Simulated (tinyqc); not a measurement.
Phonon-assisted absorption at an indirect gap: sweeps and comparisons. A value that a table varies takes the place of the one given here.

alpha(E) = sum_j A_j [N_j (E - Eg + w_j)^2 + (N_j + 1)(E - Eg - w_j)^2], each bracket counted only where its base is positive; N_j = 1/(exp(w_j/kB T) - 1). The first term absorbs a phonon and the second emits one; excitons and direct transitions are left out.

Photodiode (Gaertner form with a dead layer): QE = (1 - R) exp(-alpha xj) [1 - exp(-alpha W)/(1 + alpha L)], R = ((nr - 1)/(nr + 1))^2; responsivity = QE/E in A/W for E in eV.

Constants: kB = 8.617333262e-05 eV/K.

Inputs chosen for the exercise (loosely those of SiGe at room temperature; Eg is not tied to T; the results hold for these values, not for the real material):
- Eg = 0.935 eV (indirect gap, held fixed unless listed)
- w = (48.6, 15) meV (two zone-edge phonons)
- A = (3800, 620) 1/(cm eV^2) (their strengths)
- T = 500 K
- nr = 3.79 (refractive index)
- xj = 0.088 micrometre (dead layer at the surface)
- W = 6.6 micrometre (depleted width)
- L = 97 micrometre (minority diffusion length below it)
- E = 0.91 eV (photon energy)

## The square root of alpha at three temperatures

The gap is held fixed, so only the phonon occupations change.

sqrt(alpha) (1/cm^(1/2)):
```
E - Eg (eV)     4 K   300 K   600 K
-0.04         0.000   0.225   0.424
-0.02         0.000   0.748   1.412
0.00          0.000   1.339   2.484
0.02          0.124   2.055   3.712
0.04          0.622   2.939   5.122
0.07          1.902   4.651   7.608
0.10          3.810   6.896  10.603
0.15          7.097  10.965  15.976
0.20         10.408  15.157  21.515
0.30         17.045  23.647  32.756
0.45         27.011  36.464  49.745
0.60         36.980  49.310  66.784
```

What can be read from the table?

Below the gap only phonon absorption acts: at E - Eg = -0.02 eV sqrt(alpha) is 0.000, 0.748 and 1.412 at 4, 300 and 600 K. A straight line through the last two rows meets the axis at E - Eg = +0.0436, +0.0242 and +0.0121 eV: the intercept is roughly a weighted mean of the thresholds, not the gap, and it moves from the emission side towards Eg as the occupations grow. At the last row alpha grows by a factor 3.26 from the lowest to the highest temperature at fixed gap.

## Spectral response

Response:
```
E (eV)  wavelength (nm)  alpha (1/cm)  1/alpha (micrometre)  dead layer  collected     QE    A/W
0.96               1292          12.4                   804       1.000      0.115  0.076  0.079
1.00               1240          39.8                   251       1.000      0.297  0.196  0.196
1.06               1170           142                  70.3       0.999      0.618  0.408  0.384
1.14               1088           403                  24.8       0.996      0.844  0.555  0.487
1.24               1000           927                  10.8       0.992      0.946  0.620  0.500
1.38                898      2.03e+03                  4.92       0.982      0.987  0.641  0.464
1.58                785      4.36e+03                  2.29       0.962      0.999  0.635  0.402
1.84                674      8.71e+03                  1.15       0.926      1.000  0.612  0.333
2.13                582      1.53e+04                 0.653       0.874      1.000  0.577  0.271
2.54                488      2.78e+04                 0.359       0.783      1.000  0.517  0.204
```

How do the results move?

QE is highest, 0.641, at 1.38 eV of those listed and the responsivity at 1.24 eV; reflection alone caps QE at 0.661. Near the gap weak absorption limits it (collected share 0.115); at the top the dead layer passes 0.783. Far above the gap the quadratic law and a constant index are only rough; in the real crystal direct transitions take over near 2 eV, so the rows above that understate alpha.

## What moves the response

At the energy E. Each row changes one parameter from the base and keeps the others.

Results:
```
case                   alpha (1/cm)      QE
base                          1.013  0.0069
Eg = 0.915 eV                 3.606  0.0238
T = 550 K                     1.184  0.0080
W = 13.2 micrometre           1.013  0.0073
L = 48.5 micrometre           1.013  0.0037
xj = 0.176 micrometre         1.013  0.0069
nr = 3.98                     1.013  0.0067
```

What can be read from the table?

The largest shifts from the base row, up to three for each result and ties (the steps differ in size, so this ranks the rows, not the parameters). alpha (1/cm): Eg +2.59, T +0.171; unchanged at the printed digits by W, L, xj and nr. QE: Eg +0.0170, L -0.0032, T +0.0011; unchanged at the printed digits by xj.

tinyqc: `OMP_NUM_THREADS=1 python tinyqc.py 1652487 1652488 out.jsonl`; about 0.01 s, one thread, shared Intel(R) Xeon(R) Processor @ 2.30GHz.
